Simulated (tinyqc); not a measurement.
# Permittivity and interface capacitance from two thicknesses

Inverse problem. 1/C = t/(eps0 ek) + 2/ci for planar capacitors that differ only in thickness. Find ek, ci and the EOT of the interfaces, 2 x 3.9 eps0/ci.

Constants: eps0 = 8.8541878128e-14 F/cm where lengths are in cm. Results are converted to the units shown.

C at t = 12 and 36 nm (uF/cm^2): [6.2447309, 2.8812492]

Answer. 1/C is a straight line in t: the slope gives ek and the intercept 2/ci. A single thickness would give only the effective permittivity; when the interfaces are a small part of 1/C, ci needs very accurate data.

ek = 145.0
ci = 30.00 uF/cm^2
EOT of the interfaces = 0.2302 nm

Program tinyqc, `OMP_NUM_THREADS=1 python tinyqc.py 2102195 2102196 out.jsonl`; Intel Xeon 2.30GHz, shared host, one thread, about 0.01 s.
